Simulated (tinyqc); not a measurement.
Brouwer diagram: defect equilibria of an oxide against oxygen pressure (mass action). Computed by tinyqc, a small Python program. Command: `OMP_NUM_THREADS=1 python tinyqc.py 3022796 3022797 out.jsonl brouwer walk`. One thread of a shared host (Intel(R) Xeon(R) Processor @ 2.30GHz), about 0.01 s of CPU time with the checks.

Defects: oxygen vacancies V (charge +2), electrons n, holes p, the ionic partner X = V_M'' (charge -2), and the dopant. Activities are taken equal to concentrations.

Inputs (values chosen for the exercise, for a model oxide):
```
quantity                  value             unit
reduction enthalpy H_r     3.09               eV
prefactor K_r0          2.7e+71  cm^-9 atm^(1/2)
gap E_g                    3.27               eV
prefactor N_c N_v       9.8e+42            cm^-6
disorder enthalpy H_s      4.21               eV
prefactor K_s0          8.8e+45            cm^-6
dopant density N_d      6.7e+18            cm^-3
temperature T               700                K
```

Ionic disorder: Schottky, oxide MO. Dopant (singly charged, fully ionised): acceptor.

Constants: k_B = 8.617333262e-05 eV/K.

Method:
- K_r = K_r0 exp(-H_r/k_B T) = [V] n^2 P^(1/2); K_i = N_c N_v exp(-E_g/k_B T) = n p; K_s = K_s0 exp(-H_s/k_B T) = [X] [V].
- Neutrality: 2 [V] + p = n + 2 [X] + N_d. With n as the unknown, [V] = K_r/(n^2 P^(1/2)), p = K_i/n, [X] = K_s/[V]; the log ratio is ln(positive/negative).
- The root is found by 60 bisections in ln n between n = 1e-10 and 1e25 cm^-3.
- The slope is d log n / d log P from this row and the one above; the last column names the largest term on each side. Pressures that give more than 3e21 cm^-3 are left out.

K_r = 1.52877e+49 cm^-9 atm^(1/2)

K_i = 2.80713e+19 cm^-6

K_s = 4.30345e+15 cm^-6

Log10 of the densities in cm^-3:
```
log10 P (atm)       n     [V]        p      [X]  slope of n      balance
-28            21.161  20.862  -1.7129  -5.2283           -    2 [V] = n
-24            20.492  20.200  -1.0438  -4.5665    -0.16727    2 [V] = n
-20            19.814  19.556  -0.3660  -3.9219    -0.16943    2 [V] = n
-16            19.100  18.984   0.3482  -3.3505    -0.17857    2 [V] = n
-12            18.276  18.633   1.1725  -2.9990    -0.20606  2 [V] = N_d
-8             17.323  18.538   2.1253  -2.9047    -0.23821  2 [V] = N_d
-4             16.329  18.526   3.1193  -2.8926    -0.24849  2 [V] = N_d
0              15.330  18.525   4.1187  -2.8914    -0.24984  2 [V] = N_d
```

What does the comparison show, and why?

Regimes: 2 [V] = n from log P = -28 to -16, where that balance predicts a slope of -1/6 and the table comes as close as -0.167; 2 [V] = N_d from log P = -12 to 0, where that balance predicts a slope of -1/4 and the table comes as close as -0.250. Rows with n or p near or above sqrt(N_c N_v) are degenerate, and n p = K_i is then only nominal.

Extremes, crossings and ranges named in words are read from the listed rows.
